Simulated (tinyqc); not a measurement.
# Surface potential of a MOS transistor: implicit equation and explicit approximations: two studies

p-type body, charge-sheet picture, depletion and inversion only, full ionisation (an idealisation for deep acceptors), Boltzmann statistics (rough once Na exp(x - xn) passes about Nc/7). In units of Vt: xg = (Vg - Vfb)/Vt, x = psi/Vt, G = gamma/sqrt(Vt), xn = (2 phiF + Vc)/Vt. The implicit equation is (xg - x)^2 = G^2 [x - 1 + exp(x - xn)] for x above about 3. Cox = eps0 eox/tox.

Inputs (values chosen for the exercise); band and dielectric values close to those of silicon:
- T = 300 K (temperature)
- Eg = 1.12 eV (band gap)
- eps_r = 11.8 (relative permittivity)
- Nc = 2.83e19 cm^-3 (conduction-band density of states at T)
- Nv = 2.62e19 cm^-3 (valence-band density of states at T)
- eox = 3.9 (relative permittivity of the gate insulator (close to silicon dioxide))
- tox = 1.6 nm (insulator thickness)
- Na = 3.2e17 cm^-3 (acceptor density)
- Vfb = -0.91 V (flat-band voltage)
- Vc = 1 V (channel-body voltage)
- Vg = 1.08 V (gate-body voltage)

Constants: q = 1.602176634e-19 C, kB = 1.380649e-23 J/K, Vt = kB T/q, eps0 = 8.8541878128e-14 F/cm where lengths are in cm. Results are converted to the units shown.

Each table varies one quantity; the others keep the values above.

## Accuracy of the approximations against gate voltage

ni = sqrt(Nc Nv) exp(-Eg/(2 Vt)), Eg in volts; phiF = Vt ln(Na/ni); gamma = sqrt(2 q eps0 eps_r Na)/Cox; VT = Vfb + Vt (xn + G sqrt(xn - 1)). Depletion value a = 1 + [sqrt(G^2/4 + xg - 1) - G/2]^2; inversion value b = xn + ln[(xg - xn)^2/G^2 - xn + 1] and first guess y = min(a, b) - ln(1 + exp(-|a - b|)) if a > xn + 1, else b = y = a; one second-order correction with D = exp(y - xn), p = 2 (xg - y) + G^2 (1 + D), w = (xg - y)^2 - G^2 (y - 1 + D): z = y + 2 w/(p + sqrt(p^2 - 2 (2 - G^2 D) w)), or the Newton step z = y + w/p where the root is not real. N_inv = (Cox Vt G/q) [sqrt(x - 1 + exp(x - xn)) - sqrt(x - 1)] at the root. Lambert form (Cox m Vt/q) W0[(G/(2 m sqrt(xn - 1))) exp((Vg - VT)/(m Vt))], m = 1 + G/(2 sqrt(xn - 1)). Errors under 1e-4 mV, and the linear form below VT, are printed as 0.

Result of one run:
```
Vg (V),psi (V),x - xn,error of y (mV),error of z (mV),N_inv (cm^-2),Cox (Vg - VT)/q (cm^-2),Lambert form (cm^-2)
0.79,1.5149,-14.518,0,0,10725,0,9182.3
```

What becomes of these results when the gate-body voltage Vg is changed from 0.79 to 2.19 V, all else the same?

Result of the changed run:
```
Vg (V),psi (V),x - xn,error of y (mV),error of z (mV),N_inv (cm^-2),Cox (Vg - VT)/q (cm^-2),Lambert form (cm^-2)
2.19,2.0820,7.4166,9.36,-0.280,1.0784e13,1.3507e13,1.1169e13
```

The whole series:
```
Vg (V),psi (V),x - xn,error of y (mV),error of z (mV),N_inv (cm^-2),Cox (Vg - VT)/q (cm^-2),Lambert form (cm^-2)
0.79,1.5149,-14.518,0,0,10725,0,9182.3
0.99,1.7036,-7.2211,1.05e-3,0,1.4903e7,0,1.3996e7
1.19,1.8914,0.043500,1.42,0,2.0121e10,3.6110e10,2.0195e10
1.39,2.0014,4.2983,24.1,7.33,1.1514e12,2.7302e12,1.2099e12
1.59,2.0363,5.6486,17.2,-3.14,3.3501e12,5.4243e12,3.5122e12
1.79,2.0564,6.4267,13.2,-0.969,5.7587e12,8.1184e12,6.0089e12
1.99,2.0707,6.9823,10.9,-0.476,8.2491e12,1.0812e13,8.5724e12
2.19,2.0820,7.4166,9.36,-0.280,1.0784e13,1.3507e13,1.1169e13
2.39,2.0912,7.7738,8.24,-0.182,1.3347e13,1.6201e13,1.3786e13
```

psi rises from 1.51 to 2.09 V and ends 7.8 Vt above 2 phiF + Vc. Among the rows the first guess is off by at most 24 mV (at Vg = 1.39 V) and the corrected value by at most 7.3 mV. In the last row the linear form is 21 % above N_inv and the Lambert form 3.3 % above it; in the first row the Lambert form is 14 % below it. For Vg = 1.39, 1.59, 1.79, 1.99, 2.19, 2.39 the electron quasi-Fermi level lies less than 2 Vt below the band edge at the surface, or above it, where degeneracy and confinement, left out, matter.

## Effect of the insulator thickness at fixed gate voltage

Same model as above.

Results:
```
tox (nm),psi (V),x - xn,error of y (mV),error of z (mV),N_inv (cm^-2),Cox (Vg - VT)/q (cm^-2),Lambert form (cm^-2)
0.53,1.9194,1.1289,0.389,0,5.8729e10,1.2673e12,5.9744e10
0.73,1.8946,0.17005,0.753,0,2.2804e10,1.5588e11,2.2921e10
1,1.8613,-1.1199,0.285,0,6.3532e9,0,6.3105e9
1.4,1.8126,-3.0049,0.0606,0,9.7857e8,0,9.5677e8
2.6,1.6736,-8.3782,5.20e-4,0,4.7276e6,0,4.3504e6
3.5,1.5768,-12.123,0,0,1.1521e5,0,98925
4.8,1.4475,-17.125,0,0,808.85,0,598.58
```

Estimate the missing row, tox = 1.9 nm.

Computed row:
```
tox (nm),psi (V),x - xn,error of y (mV),error of z (mV),N_inv (cm^-2),Cox (Vg - VT)/q (cm^-2),Lambert form (cm^-2)
1.9,1.7533,-5.2975,8.29e-3,0,1.0054e8,0,9.6173e7
```

With this row back in the table: As tox goes from 0.53 to 4.8, psi falls from 1.92 to 1.45 V, x - xn falls from 1.13 to -17.1 and N_inv falls from 5.87e10 to 809 cm^-2. The Lambert form lies between 0.740 and 1.02 times N_inv.

Numbers from tinyqc (`OMP_NUM_THREADS=1 python tinyqc.py 2122241 2122242 out.jsonl`; about 0.01 s on one thread of a shared Intel Xeon 2.30GHz).
